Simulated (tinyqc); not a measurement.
Ten-year voltage from two stress tests.

Question. Lifetimes follow tau = t0 exp(B/Vd). Ten years are 3.15576e8 s. Find B, t0 and the drain voltage for ten years.

lifetimes at Vd = 2.8 and 3.1 V (s): [45000, 5279.36247]

Solution. ln(tau) is linear in 1/Vd.

B = 62.00 V
t0 = 1.088e-5 s
ten-year voltage = 2.000 V

Program tinyqc, `OMP_NUM_THREADS=1 python tinyqc.py 2550068 2550069 out.jsonl`; Intel Xeon 2.30GHz, shared host, one thread, about 0.01 s.
